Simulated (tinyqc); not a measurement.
From results back to parameters: Boltzmann transport in a parabolic band with a power-law relaxation time. Two cases, with inputs chosen for the exercise.

Problem. The Seebeck coefficient and the Hall density nH = n/rH are given; md is hidden (a Pisarenko analysis).

F_j(eta) = (1/Gamma(j + 1)) integral_0^infinity x^j dx/(1 + exp(x - eta)), which tends to exp(eta) for eta << 0.

n = N F_1/2(eta) with N = 2 (m kB T/(4 pi c))^(3/2) with c = hbar^2/2m0, in 1/angstrom^3; times 1e24 for 1/cm^3, m = md.

tau = tau0 x^r with x = E/kT. With K_j = Gamma(j + 1) F_j(eta): <tau> = tau0 (r + 3/2) K_(r+1/2)/((3/2) K_(1/2)); mu = <tau>/(mc m0/e), m0/e = 5.685630e-12 kg/C; Hall factor rH = (3/2) K_(1/2) (2r + 3/2) K_(2r+1/2)/((r + 3/2) K_(r+1/2))^2; Seebeck S = -(kB/e) [(r + 5/2) K_(r+3/2)/((r + 3/2) K_(r+1/2)) - eta]; Lorenz number L = (kB/e)^2 [(r + 7/2) K_(r+5/2)/((r + 3/2) K_(r+1/2)) - ((r + 5/2) K_(r+3/2)/((r + 3/2) K_(r+1/2)))^2]; kB/e in V/K. Valley anisotropy is left out of rH.

Constants: hbar^2/2m0 = 3.80998211 eV angstrom^2; kB = 8.617333262e-05 eV/K.

Find: eta; rH; n; md.

Method. S depends on eta alone and |S| falls steadily with it; eta gives rH and so n, and N = n/F_1/2(eta) gives md from N proportional to md^(3/2).

Case 1.

Values chosen (out of a larger set: masses near those of InAs; tau0 is set for a mobility of the usual size at this n, kL is a free input; freeze-out and phonon drag, which matter near 77 K, are left out; not measured data): r = 1.5 (exponent of tau); T = 300 K.

S = -157.497 microvolt/K
nH = 6.7502e+17 1/cm^3

Solution.

eta = 4.42
rH = 1.230
n = 8.3e+17 1/cm^3
md = 0.027 m0

Case 2.

Values chosen (out of a larger set: masses near those of Ge; tau0 is set for a mobility of the usual size at this n, kL is a free input; freeze-out and phonon drag, which matter near 77 K, are left out; not measured data): r = -0.5 (exponent of tau); T = 200 K.

S = -317.091 microvolt/K
nH = 9.4400e+17 1/cm^3

Solution.

eta = -1.58
rH = 1.165
n = 1.1e+18 1/cm^3
md = 0.561 m0

Computed by tinyqc, one run a case: `OMP_NUM_THREADS=1 python tinyqc.py N N+1 out.jsonl` with N = 1681998, 1682005; one thread of a shared Intel(R) Xeon(R) Processor @ 2.30GHz, about 0.01 s a run at most.
